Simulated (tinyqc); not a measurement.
# p-type polysilicon, carrier trapping at grain boundaries: two studies

One-dimensional grains of size Lg, uniform ionised doping N, monovalent traps Qt at each boundary at a depth Et below (for electrons) or above (for holes) the band edge there, abrupt depletion of width W on each side of a boundary, Boltzmann statistics. xi is the distance from the band edge at the grain centre to the Fermi level. Trapped charge Qt/(1 + exp((xi + VB - Et)/Vt)) = 2 N W, barrier VB = q N W^2/(2 eps0 eps_r).

Values chosen for this exercise; values of the order met in polycrystalline silicon:

| symbol | value | unit | meaning |
|---|---|---|---|
| T | 250 | K | temperature |
| eps_r | 11.7 |  | relative permittivity |
| NB | 2.02e19 | cm^-3 | valence-band density of states at T |
| Lg | 190 | nm | grain size |
| Qt | 1.3e12 | cm^-2 | trap density of a grain boundary |
| Et | 0.42 | eV | depth of the trap level from the majority band edge at the boundary |
| ms | 0.25 | m0 | mass for thermionic emission |
| fe | 0.5 |  | correction factor of the emission rate |
| mug | 140 | cm^2/(V s) | mobility inside the grains |
| N | 1.6e17 | cm^-3 | doping |

Constants: q = 1.602176634e-19 C, kB = 1.380649e-23 J/K, m0 = 9.1093837015e-31 kg, Vt = kB T/q, eps0 = 8.8541878128e-14 F/cm where lengths are in cm. Results are converted to the units shown.

Each table varies one quantity; the others keep the values above.

## Effect of the doping

If the trap equation with xi = Vt ln(NB/N) has a root W < Lg/2, the grain is partly depleted; otherwise W = Lg/2 and the trap equation gives xi = Et - VB + Vt ln(Qt/(N Lg) - 1). N* = Qt/Lg. n0 = NB exp(-xi/Vt); mean density n0 (1 - 2 W/Lg) by charge balance in a partly depleted grain, and n0 (sqrt(pi)/2) erf(u)/u with u = sqrt(VB/Vt) in a fully depleted one; v = sqrt(kB T/(2 pi ms m0)); barrier resistivity Vt exp(VB/Vt)/(q fe n0 v Lg); grain resistivity (1 - 2 W/Lg)/(q n0 mug); effective mobility 1/(q mean density total resistivity). Rows with xi above 0.45 V, towards mid-gap, are left out, since the other carrier type is ignored.

Result of one run:
columns A: N (cm^-3); B: N/N*; C: depleted share 2 W/Lg; D: VB (V); E: xi (V); F: mean density (cm^-3); G: resistivity (ohm cm); H: effective mobility (cm^2/(V s))
```
A           B       C       D        E         F      G      H
2.9e17  4.238  0.2359  0.1127  0.09142  2.216e17  1.972  14.28
```

What becomes of these results when the doping N is changed from 2.9e17 to 3.2e16 cm^-3, all else the same?

Result of the changed run:
columns A: N (cm^-3); B: N/N*; C: depleted share 2 W/Lg; D: VB (V); E: xi (V); F: mean density (cm^-3); G: resistivity (ohm cm); H: effective mobility (cm^2/(V s))
```
A            B      C       D       E         F        G       H
3.2e16  0.4677  1.000  0.2233  0.1995  5.298e14  4.757e4  0.2476
```

The whole series:
columns A: N (cm^-3); B: N/N*; C: depleted share 2 W/Lg; D: VB (V); E: xi (V); F: mean density (cm^-3); G: resistivity (ohm cm); H: effective mobility (cm^2/(V s))
```
A            B        C        D        E         F        G        H
7.2e15  0.1052    1.000  0.05025   0.4159  4.699e10  3.554e5    373.8
1.5e16  0.2192    1.000   0.1047   0.3427  1.002e12  1.489e5    41.86
3.2e16  0.4677    1.000   0.2233   0.1995  5.298e14  4.757e4   0.2476
6.7e16  0.9792   0.7648   0.2735   0.1230  1.576e16  1.402e4  0.02825
1.4e17   2.046   0.4804   0.2255   0.1071  7.274e16    723.5   0.1186
2.9e17   4.238   0.2359   0.1127  0.09142  2.216e17    1.972    14.28
6.2e17   9.062   0.1104  0.05270  0.07505  5.516e17   0.1176    96.20
1.3e18   19.00  0.05263  0.02513  0.05910  1.232e18  0.03961    128.0
2.7e18   39.46  0.02534  0.01210  0.04335  2.632e18  0.01797    132.0
```

As N goes from 7.2e15 to 2.7e18, VB goes from 0.0502 through a maximum of 0.273 (at N = 6.7e16 among the rows listed) to 0.0121 V, the resistivity falls from 3.55e5 to 0.0180 ohm cm and the effective mobility goes from 374 through a minimum of 0.0283 (at N = 6.7e16 among the rows listed) to 132 cm^2/(V s). The steepest fall of the resistivity among the rows, as N^(-8.1), lies between N = 1.4e17 and 2.9e17 cm^-3; N* = 6.84e16 cm^-3. While the grain is fully depleted VB grows as N; once the traps are full it falls as 1/N. For N = 2.7e18 xi is under 2.5 Vt, where Boltzmann statistics begin to fail. For N = 2.7e18 VB is below Vt, where abrupt depletion and thermionic emission are rough. For N = 7.2e15 the effective mobility exceeds mug, since drift through the depleted part of the grain is left out.

## Effect of the grain size

Same model as above.

N* = Qt/Lg.

Effect of the grain size:
columns A: Lg (nm); B: N/N*; C: depleted share 2 W/Lg; D: VB (V); E: xi (V); F: mean density (cm^-3); G: resistivity (ohm cm); H: effective mobility (cm^2/(V s))
```
A         B       C         D       E         F        G       H
17   0.2092   1.000  0.008939  0.4397  2.424e10  1.766e6   145.9
31   0.3815   1.000   0.02973  0.4007  1.152e11  4.153e5   130.5
53   0.6523   1.000   0.08689  0.3196  3.207e12  7.987e4   24.37
94    1.157  0.8600    0.2021  0.1042  2.241e16    432.4  0.6442
160   1.969  0.5052    0.2021  0.1042  7.916e16    254.1  0.3102
290   3.569  0.2787    0.2021  0.1042  1.154e17    140.3  0.3854
500   6.154  0.1617    0.2021  0.1042  1.341e17    81.51  0.5709
```

What does the comparison show, and why?

As Lg goes from 17 to 500, VB rises from 0.00894 to 0.202 V, the resistivity falls from 1.77e6 to 81.5 ohm cm and the effective mobility goes from 146 through a minimum of 0.310 (at Lg = 160 among the rows listed) to 0.571 cm^2/(V s). For Lg = 17 VB is below Vt, where abrupt depletion and thermionic emission are rough. For Lg = 94 the grain is near the changeover between partial and full depletion, within a few Debye lengths, where both limits are rough. For Lg = 17 the effective mobility exceeds mug, since drift through the depleted part of the grain is left out.

Program tinyqc, `OMP_NUM_THREADS=1 python tinyqc.py 2830107 2830108 out.jsonl`; Intel Xeon 2.30GHz, shared host, one thread, about 0.01 s.
